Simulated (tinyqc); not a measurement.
# AlGaN/GaN HEMT with access regions, lumped model: effects of single changes

A polarisation-induced electron sheet under a Schottky gate, in series with two ungated access regions and contacts. Drift law v = mu E/(1 + mu E/vs) under the gate. Currents in mA/mm, resistances in ohm mm. No self-heating, no channel-length modulation; fits for polarisation, barrier and offset are chosen for the exercise.

Values chosen for this exercise; values close to those of AlGaN/GaN structures:
- x = 0.22 (aluminium share of the barrier)
- d = 18 nm (barrier thickness)
- eps_r = 9.6 (relative permittivity of barrier and channel)
- mu = 1500 cm^2/(V s) (channel mobility)
- vs = 1.3e7 cm/s (saturation velocity)
- Lg = 0.25 um (gate length)
- Ls = 1.5 um (source access length)
- Ld = 2 um (drain access length)
- Rc = 0.31 ohm mm (resistance of each contact)
- ft = 0 (share of the drain-access electrons removed by traps)
- Vg = 1 V (gate voltage)
- Ec = 3.3 MV/cm (critical field)
- te = 0.17 um (depth over which the depleted charge spreads)
- tf = 50 nm (insulator under the field plate)
- ei = 7 (relative permittivity of that insulator)

Constants: q = 1.602176634e-19 C, eps0 = 8.8541878128e-14 F/cm where lengths are in cm. Results are converted to the units shown.

Each table varies one quantity; the others keep the values above.

## Field plate: effect of the aluminium share of the barrier

sigma = (5e13 x + 1.6e13 x^2) cm^-2, phiB = 0.84 + 1.3 x, dEc = 0.7 (1.71 x + x^2) in volts, Cb = eps0 eps_r/d, VT = phiB - dEc - q sigma/Cb, access density n0 = -Cb VT/q. Off state: a depleted stretch that holds the voltage V has the peak field sqrt(k V), k = 2 q n0/(eps0 eps_r te), so one edge holds V1 = Ec^2/k. The sheet under the plate pinches off at Vf = q n0 (1/Cb + tf/(eps0 ei)); beyond it the gate edge is screened. BV = V1 if Vf >= V1, else Vf + V1, and at most Ec Ld.

The same in every row: Ec Ld (V) = 660.0.

Result of one run:
```
x	Vf (V)	V1 (V)	BV (V)
0.38	31.03	25.82	25.82
```

What becomes of these results when the aluminium share of the barrier x is changed from 0.38 to 0.14, all else the same?

Result of the changed run:
```
x	Vf (V)	V1 (V)	BV (V)
0.14	7.891	101.6	109.4
```

The whole series:
```
x	Vf (V)	V1 (V)	BV (V)
0.14	7.891	101.6	109.4
0.18	11.51	69.61	81.12
0.22	15.23	52.63	67.85
0.26	19.04	42.09	61.13
0.3	22.94	34.93	57.87
0.34	26.94	29.75	56.69
0.38	31.03	25.82	25.82
```

BV falls from 109 to 25.8 V. The plate helps (Vf < V1) in 6 of the 7 rows, and the access length caps BV in 0. More sheet charge lowers Ron but steepens the field, so V1 falls.

## Effect of the aluminium share of the barrier

Access resistance R(L, n) = L/(q mu n sqrt(1 - (I/(q n vs))^2)); Rs = Rc + R(Ls, n0), Rd = Rc + R(Ld, (1 - ft) n0). Vg' = Vg - I Rs, Vd' = Vd - I (Rs + Rd); with u = Vg' - VT, Vc = vs Lg/mu and w the smaller of Vd' and Vc [sqrt(1 + 2 u/Vc) - 1] (0 if negative), the channel gives (mu Cb/Lg)(u w - w^2/2)/(1 + w/Vc). I equals that channel current. Isat is I at Vd = 10 V, gm = dIsat/dVg, Ron the limit of Vd/I at small Vd.

Effect of the aluminium share of the barrier:
```
x	VT (V)	n0 (cm^-2)	Ron (ohm mm)	Isat (mA/mm)	gm (mS/mm)
0.12	-1.272	3.748e12	4.661	435.3	182.2
0.17	-2.204	6.495e12	2.973	787.6	238.1
0.22	-3.166	9.332e12	2.265	1172	274.3
0.27	-4.159	1.226e13	1.876	1585	300.4
0.32	-5.183	1.528e13	1.630	2021	320.4
0.37	-6.238	1.838e13	1.461	2480	336.3
0.42	-7.323	2.158e13	1.337	2960	349.5
```

Read the table: what changes, and by how much?

As x goes from 0.12 to 0.42, Ron falls from 4.66 to 1.34 ohm mm, Isat rises from 435 to 2960 mA/mm and gm rises from 182 to 349 mS/mm. VT falls from -1.27 to -7.32 V. For x = 0.17 to 0.42 the power passes 5 W/mm, where self-heating, left out here, lowers the current. For x = 0.12 to 0.27 Vg comes within 0.2 V of phiB or passes it, so at low drain current, as for Ron, the Schottky gate would conduct.

## Effect of the gate voltage

Same model as above.

The same in every row: VT (V) = -3.166; n0 (cm^-2) = 9.332e12.

Effect of the gate voltage:
```
Vg (V)	Ron (ohm mm)	Isat (mA/mm)	gm (mS/mm)
-2.8	3.145	60.88	231.9
-2.2	2.546	219.2	284.3
-1.6	2.406	395.7	301.3
-1	2.344	578.5	306.8
-0.3	2.304	792.8	304.0
0.3	2.282	972.7	294.5
0.9	2.267	1145	277.9
1.5	2.256	1305	253.2
```

Read the table: what changes, and by how much?

As Vg goes from -2.8 to 1.5 V, Ron falls from 3.14 to 2.26 ohm mm, Isat rises from 60.9 to 1300 mA/mm and gm goes from 232 through a maximum of 307 (at Vg = -1 V among the rows listed) to 253 mS/mm. The ceiling Cb vs is 614 mS/mm. For Vg = -1 to 1.5 V the power passes 5 W/mm, where self-heating, left out here, lowers the current. At Vg = 1.5 V Vg comes within 0.2 V of phiB or passes it, so at low drain current, as for Ron, the Schottky gate would conduct.

Computed by the program tinyqc: `OMP_NUM_THREADS=1 python tinyqc.py 2570054 2570055 out.jsonl`, one thread of a shared Intel Xeon 2.30GHz, about 0.01 s for the whole run.
